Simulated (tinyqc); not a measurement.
Worked calculation: Hartree-Fock atom on a uniform radial grid, spin-unpolarised, for Li+. Computed by tinyqc, a small Python program that keeps every step. Settings: Z = 3, points = 256, R = 6.7, functional = hf2, mixing = 0.6, iteration cap = 72. Command: `OMP_NUM_THREADS=1 python tinyqc.py 22582 22583 out.jsonl` (the two numbers bound the seeds that draw the settings). One thread of a shared host (Intel(R) Xeon(R) Processor @ 2.60GHz), about 0.2 s of CPU time with the checks. Later iterations appear only in the table of the cycle.

## Iteration 1

Spherical atom on a uniform radial grid r_j = j h with h = R/(N + 1), h sum u^2 = 1 and integrals as h times sums, u(0) = u(R) = 0 (atomic units):
```
parameter           value
Z                       3
points N              256
R                6.700000
h                0.026070
mixing           0.600000
electrons in 1s         2
```

Three-point differences turn -u''/2 + [l(l+1)/2r^2 - Z/r + V] u = e u into a tridiagonal matrix (diagonal 1/h^2 + potential, off-diagonal -1/2h^2). D = sum f u^2; the Hartree potential y/r solves y'' = -D/r with y(0) = 0, y(R) = N_e; for two electrons in one orbital exchange is -V_H/2 (Hartree-Fock); E = sum f e - int D V + int D (V_H/2 + eps_xc); V(new) = V + mixing (V_H + v_xc - V).

eigenvalues (hartree): 1s -4.493140

Every 16th grid point:
```
r             V in     u(1s)         D       V_H       v_xc
0.417121  0.000000  1.239951  3.074955  3.910345  -1.955172
0.834241  0.000000  0.710440  1.009450  2.340950  -1.170475
1.251362  0.000000  0.305289  0.186403  1.594069  -0.797034
1.668482  0.000000  0.116612  0.027197  1.198368  -0.599184
2.085603  0.000000  0.041759  0.003488  0.958929  -0.479465
2.502724  0.000000  0.014356  0.000412  0.799127  -0.399564
2.919844  0.000000  0.004798  0.000046  0.684968  -0.342484
3.336965  0.000000  0.001571  4.94e-06  0.599347  -0.299674
3.754086  0.000000  0.000506  5.13e-07  0.532753  -0.266376
4.171206  0.000000  0.000161  5.19e-08  0.479478  -0.239739
4.588327  0.000000  0.000051  5.16e-09  0.435889  -0.217944
5.005447  0.000000  0.000016  5.04e-10  0.399565  -0.199782
5.422568  0.000000  4.92e-06  4.85e-11  0.368829  -0.184414
5.839689  0.000000  1.51e-06         0  0.342484  -0.171242
6.256809  0.000000  4.29e-07         0  0.319652  -0.159826
6.673930  0.000000  1.96e-08         0  0.299674  -0.149837
```

total energy = -7.11242777 hartree

## Iteration 2

As before.

eigenvalues (hartree): 1s -3.390635

Every 16th grid point:
```
r             V in     u(1s)         D       V_H       v_xc
0.417121  1.173103  1.200339  2.881628  3.760270  -1.880135
0.834241  0.702285  0.761350  1.159307  2.313998  -1.156999
1.251362  0.478221  0.371531  0.276071  1.590177  -0.795089
1.668482  0.359510  0.163025  0.053154  1.197860  -0.598930
2.085603  0.287679  0.067477  0.009106  0.958867  -0.479433
2.502724  0.239738  0.026913  0.001449  0.799120  -0.399560
2.919844  0.205490  0.010462  0.000219  0.684967  -0.342483
3.336965  0.179804  0.003992  0.000032  0.599347  -0.299673
3.754086  0.159826  0.001501  4.51e-06  0.532753  -0.266376
4.171206  0.143843  0.000558  6.23e-07  0.479478  -0.239739
4.588327  0.130767  0.000206  8.46e-08  0.435889  -0.217944
5.005447  0.119869  0.000075  1.13e-08  0.399565  -0.199782
5.422568  0.110649  0.000027  1.49e-09  0.368829  -0.184414
5.839689  0.102745  0.000010  1.89e-10  0.342484  -0.171242
6.256809  0.095896  3.15e-06  1.98e-11  0.319652  -0.159826
6.673930  0.089902  1.53e-07         0  0.299674  -0.149837
```

total energy = -7.21054446 hartree

## Convergence

Stop when input and output potentials agree to 1e-7.

Course of the cycle (hartree):
```
iteration            E      e(1s)  largest |V(out) - V(in)|
1          -7.11242777  -4.493140                  2.99e+00
2          -7.21054446  -3.390635                  9.92e-01
3          -7.22271514  -3.003733                  3.23e-01
4          -7.22398784  -2.866054                  1.06e-01
5          -7.22411267  -2.816299                  3.51e-02
6          -7.22412485  -2.798030                  1.25e-02
7          -7.22412607  -2.791222                  4.65e-03
8          -7.22412620  -2.788652                  1.77e-03
9          -7.22412621  -2.787671                  6.86e-04
10         -7.22412621  -2.787293                  2.67e-04
11         -7.22412621  -2.787146                  1.05e-04
12         -7.22412621  -2.787089                  4.12e-05
13         -7.22412621  -2.787066                  1.62e-05
14         -7.22412621  -2.787057                  6.41e-06
15         -7.22412621  -2.787054                  2.54e-06
16         -7.22412621  -2.787053                  1.00e-06
17         -7.22412621  -2.787052                  3.98e-07
18         -7.22412621  -2.787052                  1.58e-07
19         -7.22412621  -2.787052                  6.26e-08
```

Converged in 19 iterations. A uniform grid resolves the cusp poorly: for a bare nucleus this grid gives 1s at -4.49314 against -Z^2/2 = -4.5 hartree. Before convergence this energy mixes input and output and is not variational, so it may rise towards its limit.
